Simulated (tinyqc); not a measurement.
# From steady velocity back to low-field mobility mu_0

Model: velocity overshoot from momentum and energy balance equations after a field step. Computed by tinyqc, a small Python program. Command: `OMP_NUM_THREADS=1 python tinyqc.py 3029819 3029820 out.jsonl overshoot inv`. One thread of a shared host (Intel(R) Xeon(R) Processor @ 2.30GHz), about 0.03 s of CPU time with the checks.

At t = 0 the field jumps from 0 to F in a uniform sample. v is the drift velocity and u = w - (3/2) k_B T the excess energy per carrier.

Inputs (values chosen for the exercise, modelled on electrons in strained silicon except for tau_E):
```
quantity                      value      unit
effective mass m                0.2       m_0
saturation velocity v_s           1  1e7 cm/s
energy relaxation time tau_E    0.4        ps
field after the step F           18     kV/cm
lattice temperature T           300         K
```

Scheme: explicit Euler.

Constants: m_0 = 9.1093837015e-31 kg; e = 1.602176634e-19 C; k_B = 8.617333262e-05 eV/K.

Method. dv/dt = e F/m - v/tau_m(u), du/dt = e F v - u/tau_E, tau_m(u) = tau_0/(1 + c u), tau_0 = m mu_0/e, c = mu_0/(e tau_E v_s^2); this choice gives the steady state v (1 + mu_0 F v/v_s^2) = mu_0 F, which saturates at v_s. Steady velocity v = 2 mu_0 F/(1 + sqrt(1 + 4 (mu_0 F/v_s)^2)); u = e F v tau_E; carrier temperature T + 2u/(3 k_B), neglecting the drift energy m v^2/2.

Question. A run gave the result below. Find the low-field mobility mu_0, known to lie between 1600 and 4500 cm^2/(V s).

steady velocity = 0.8879986 1e7 cm/s

Answer.

Each step takes the trial c = (a f_b - b f_a)/(f_b - f_a), f being the result less the target and a, b, c the logarithms of the listed values; c replaces end b, the old b replaces a if the sign of f changed, and otherwise f_a is halved.

Scan of the range:
```
low-field mobility mu_0 (cm^2/(V s))  steady velocity (1e7 cm/s)
1600                                                    0.841347
1900                                                    0.864432
2260                                                    0.884615
2680                                                    0.901709
3190                                                    0.916706
3790                                                    0.929390
4500                                                    0.940175
```

False position (Illinois rule, in the logarithm of the input) inside the bracket:
```
step    end a    end b    trial  steady velocity (1e7 cm/s)
1     2260.00  2680.00  2337.56                    0.888203
2     2260.00  2337.56  2329.06                    0.887821
3     2337.56  2329.06  2333.00                    0.887999
4     2329.06  2333.00  2333.00                    0.887999
```

Steady velocity rises at every point of a 13-point scan of the range (every second point is shown), so one value fits; it is bracketed by 2260 and 2680. Answer: low-field mobility mu_0 = 2333 cm^2/(V s).
